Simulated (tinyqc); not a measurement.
Hydrostatic strain: sp3s* tight binding, strained.

sp3s* tight binding, nearest neighbours only: anion (a) at 0, cation (c) at a/4 (1,1,1), orbitals s, px, py, pz, s* on each; k in units of 2 pi/a. With phases e_j = exp(i (pi/2) k.n_j) for n = (1,1,1), (1,-1,-1), (-1,1,-1), (-1,-1,1): g0 = (e1+e2+e3+e4)/4, g1 = (e1+e2-e3-e4)/4, g2 = (e1-e2+e3-e4)/4, g3 = (e1-e2-e3+e4)/4. The diagonal holds the levels Esa, Epa, Exa (s*) and Esc, Epc, Exc. Anion-cation block: <sa|sc> = Vss g0; <sa|xc> = Vsapc g1; <xa|sc> = -Vscpa g1; <xa|xc> = Vxx g0; <xa|yc> = <ya|xc> = Vxy g3, <xa|zc> = <za|xc> = Vxy g2, <ya|zc> = <za|yc> = Vxy g1; <s*a|xc> = Vxapc g1; <xa|s*c> = -Vpaxc g1; y and z take g2 and g3 in place of g1; s-s* and s*-s* vanish.

Strain e moves each bond vector to d = (1 + e) d0 (no internal displacement for the diagonal strains used here) and k is given in fractions of the strained reciprocal cell, so the phases stay. Two-centre values Vss_sigma = Vss/4, Vsp_sigma = sqrt3 V/4 for each s-p and s*-p pair, Vpp_sigma = (Vxx + 2 Vxy)/4, Vpp_pi = (Vxx - Vxy)/4 are scaled by (d0/d)^eta and combined with the new direction cosines; the levels on the diagonal stay.

Parameters, chosen for this exercise (near a published set for GaP, fitted to gaps, whose masses and valley positions are rough; not measured data): Esa = -7.993 eV (s level of the anion); Epa = 1.125 eV (p level of the anion); Esc = -2.171 eV (s level of the cation); Epc = 4.057 eV (p level of the cation); Exa = 8.512 eV (s* level of the anion); Exc = 7.222 eV (s* level of the cation); Vss = -7.471 eV (s-s); Vxx = 2.16 eV (px-px); Vxy = 5.075 eV (px-py); Vsapc = 4.253 eV (s anion, p cation); Vscpa = 6.359 eV (s cation, p anion); Vxapc = 4.721 eV (s* anion, p cation); Vpaxc = 5.087 eV (p anion, s* cation); eta = 2 (scaling exponent).

exx = eyy = ezz = e. Gaps as measured from the top of the valence band; the deformation potentials are (gap(0.01) - gap(-0.01))/0.06.

Gaps (eV):
```
e       Gamma   Delta       L  x of the minimum
-0.03  3.5079  2.2631  2.6598             1.000
-0.02  3.3175  2.2673  2.5812             1.000
-0.01  3.1335  2.2720  2.5041             1.000
0.00   2.9556  2.2774  2.4287             1.000
0.01   2.7835  2.2832  2.3549             1.000
0.02   2.6170  2.2894  2.2830             1.000
0.03   2.4560  2.2961  2.2129             1.000
```

gap deformation potentials (eV): Gamma -5.834, Delta 0.185, L -2.486

Per unit of volume strain the gaps move by -5.83 (Gamma), +0.19 (Delta) and -2.49 eV (L). The lowest valley changes from the Delta line to L between e = 0.01 and 0.02. These potentials follow from the one exponent eta, which fitted models replace by one for each integral; with it the sizes are rough, the sign for Delta can be wrong (in Si, Ge and the III-V crystals measured values are small and positive), and the pressures at which valleys cross, and which valley takes over, are rough too. A gap of zero, where one is listed, marks an s level that has sunk below the valence top.

tinyqc: `OMP_NUM_THREADS=1 python tinyqc.py 1480071 1480072 out.jsonl`; about 0.1 s, one thread, shared Intel(R) Xeon(R) Processor @ 2.30GHz.
